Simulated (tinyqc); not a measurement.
Angle series: uniform film or islands? Model: X-ray photoelectron analysis of a thin oxide on a semiconductor: attenuation lengths, thickness, angle series and band offsets. Computed by tinyqc, a small Python program. Command: `OMP_NUM_THREADS=1 python tinyqc.py 3111108 3111109 out.jsonl xps walk`. One thread of a shared host (Intel(R) Xeon(R) Processor @ 2.30GHz), about 0.01 s of CPU time with the checks.

The same element is seen in the oxide and in the substrate, at nearly the same kinetic energy; films are flat and uniform, and the work function is ignored.

Inputs (values chosen for the exercise, modelled on SiO2 on silicon):

| quantity | value | unit |
|---|---|---|
| photon energy | 1253.6 | eV |
| binding energy of the core level | 99.4 | eV |
| oxide density | 2.19 | g/cm^3 |
| oxide formula mass | 60.08 | g/mol |
| valence electrons per oxide formula | 16 | - |
| oxide gap | 8.91 | eV |
| substrate density | 2.33 | g/cm^3 |
| substrate formula mass | 28.09 | g/mol |
| valence electrons per substrate formula | 4 | - |
| substrate gap | 1.12 | eV |
| oxide thickness d | 3.7 | nm |
| emission angle from the normal | 15 | degrees |
| attenuation length over inelastic mean free path | 0.91 | - |
| carbon overlayer | 0.21 | nm |

Method:
- TPP-2M: lambda = E/(E_p^2 [b ln(c E) - C/E + D/E^2]) in angstrom, E_p = 28.8 sqrt(N_v rho/M), b = -0.10 + 0.944/sqrt(E_p^2 + E_g^2) + 0.069 rho^0.1, c = 0.191/sqrt(rho), U = N_v rho/M, C = 1.97 - 0.91 U, D = 53.4 - 20.8 U, with E = photon energy less binding energy in eV.
- Attenuation length L = factor x lambda.
- R_0 = (rho_o/M_o) L_o/((rho_s/M_s) L_s); peak ratio R = I_ox/I_sub = R_0 [exp(d/(L_o cos theta)) - 1]; hence d = L_o cos theta ln(1 + R/R_0). A carbon layer weakens both peaks alike, by exp(-d_C/(L_o cos theta)) if its L is taken equal to L_o. This R_0 leaves out intrinsic losses from the substrate peak, so calibrated values can be larger.
- Islands: half of the surface carries 2 d and half none, R = R_0 (1/2)(1 - t)/(1/2 + t/2) with t = exp(-2 d/(L_o cos theta)); the apparent thickness is read with the uniform formula.

R_0 = 0.554002

L in the oxide = 3.06363 nm

Against the angle:

| theta (degrees) | R, uniform | R, islands | apparent d, islands (nm) |
|---|---|---|---|
| 0 | 1.300 | 0.46314 | 1.8614 |
| 20 | 1.449 | 0.47526 | 1.7833 |
| 35 | 1.866 | 0.49883 | 1.6113 |
| 45 | 2.503 | 0.51877 | 1.4316 |
| 55 | 3.995 | 0.53781 | 1.1921 |
| 65 | 9.098 | 0.55036 | 0.8932 |
| 75 | 58.337 | 0.55390 | 0.5495 |

What does the comparison show, and why?

A uniform film gives d = 3.7 nm at every angle. The island film of the same volume reads 1.86 nm at normal emission and 0.550 nm at 75 degrees; its ratio cannot pass R_0, since the bare half always shows the substrate.

Extremes, crossings and ranges named in words are read from the listed rows.
